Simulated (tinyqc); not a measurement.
Molecular dynamics of a small cluster by velocity Verlet steps: one step, computed by the program tinyqc.

E = sum_i {sum_j A exp(-p (r_ij/r0 - 1)) - xi sqrt(rho_i)}, rho_i = sum_j exp(-2 q (r_ij/r0 - 1)); the force on i is -sum_j w_ij (R_i - R_j)/r_ij with w_ij = -(2p/r0) A exp(-p (r_ij/r0 - 1)) + (xi q/r0) exp(-2 q (r_ij/r0 - 1)) (rho_i^(-1/2) + rho_j^(-1/2)).

Task: Step 1. Velocity Verlet: a = c F/M with c = 9.648533212e-3 angstrom/fs^2 per eV/(angstrom u); R(new) = R + v dt + a dt^2/2; v(new) = v + (a + a(new)) dt/2. Kinetic energy K = M v^2/(2c); temperature T = 2K/((3N - 3) k_B), rotation of the cluster included. After each step v is scaled by sqrt(1 + (dt/tau)(T0/T - 1)).

Inputs (values chosen for the exercise, for model atoms):
```
quantity               value      unit
length r0               3.03  angstrom
repulsion A            0.085        eV
hopping xi             0.963        eV
decay p                 9.91         -
decay q                 3.03         -
atomic mass M           63.3         u
time step dt               2        fs
target temperature T0    500         K
coupling time tau         50        fs
```

Potential: Gupta. Thermostat: Berendsen.

starting positions (angstrom):
```
           x      y      z
atom 1     0  -0.01   0.02
atom 2  2.79   0.01  -0.04
atom 3  2.78   2.81  -0.02
atom 4  0.04   2.79  -0.04
atom 5  1.45   1.39   2.03
atom 6  1.38   1.42  -2.05
```

starting velocities (angstrom/fs):
```
               x         y         z
atom 1   0.00014  -0.00043   0.00079
atom 2  -0.00049  -0.00057    0.0012
atom 3         0   0.00054   0.00053
atom 4   0.00085   0.00028    -5e-05
atom 5    -3e-05  -0.00073  -0.00173
atom 6  -0.00046   0.00091  -0.00074
```

Constants: 1 eV/(angstrom u) = 9.648533212e-03 angstrom/fs^2; k_B = 8.617333262e-05 eV/K.

Give: positions after step 1; new forces; velocities after step 1; total energy.

Result:

positions after step 1 (angstrom):
```
            x       y       z
atom 1  0.000  -0.011   0.022
atom 2  2.789   0.009  -0.038
atom 3  2.780   2.811  -0.019
atom 4  0.042   2.791  -0.040
atom 5  1.450   1.389   2.026
atom 6  1.379   1.422  -2.051
```

new forces (eV/angstrom):
```
              x        y        z
atom 1   0.2084   0.2182  -0.0216
atom 2  -0.1722   0.1766  -0.0061
atom 3  -0.0425  -0.1655  -0.0011
atom 4   0.0295  -0.1577   0.0880
atom 5  -0.0443   0.0039  -0.3479
atom 6   0.0212  -0.0754   0.2886
```

velocities after step 1 (angstrom/fs):
```
                x          y          z
atom 1   0.000240  -0.000427   0.000921
atom 2  -0.000637  -0.000606   0.001408
atom 3  -0.000016   0.000575   0.000623
atom 4   0.001009   0.000272  -0.000027
atom 5  -0.000051  -0.000856  -0.002158
atom 6  -0.000533   0.001042  -0.000767
```

total energy = -10.30 eV
